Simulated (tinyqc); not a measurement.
Three-phonon processes in a diatomic chain: dispersion, energy and momentum conservation, and decay channels of optical phonons: one step, computed by the program tinyqc.

Cell length a, two atoms, one spring constant. x = q a/pi runs from -1 to 1; A and O are the acoustic and optical branches. Matrix elements are not computed: only conservation laws and occupation factors are followed.

Question. Band edges. omega^2 = k (1/m + 1/M) -/+ k sqrt((1/m + 1/M)^2 - 4 sin^2(pi x/2)/(m M)); nu = 15.6333042 THz x sqrt(omega^2) for eV/(angstrom^2 u). Acoustic top sqrt(2 k/M), optical bottom sqrt(2 k/m), optical top sqrt(2 k (1/m + 1/M)).

Inputs (values chosen for the exercise, for a model chain): light mass m = 31 u; heavy mass M = 158 u; spring constant k = 4.3 eV/angstrom^2.

Constants: nu for 1 eV/(angstrom^2 u) = 15.6333042 THz.

Give: acoustic top; optical bottom; optical top; optical top over twice the acoustic top; optical bottom over twice the acoustic top; optical width over acoustic top.

Answer.

acoustic top = 3.647 THz

optical bottom = 8.234 THz

optical top = 9.006 THz

optical top over twice the acoustic top = 1.235

optical bottom over twice the acoustic top = 1.129

optical width over acoustic top = 0.2116

The zone-centre optical phonon lies above twice the acoustic top (M/m > 3), so its decay into two acoustic phonons is forbidden; at M/m > 4 energy alone forbids it for every optical phonon.
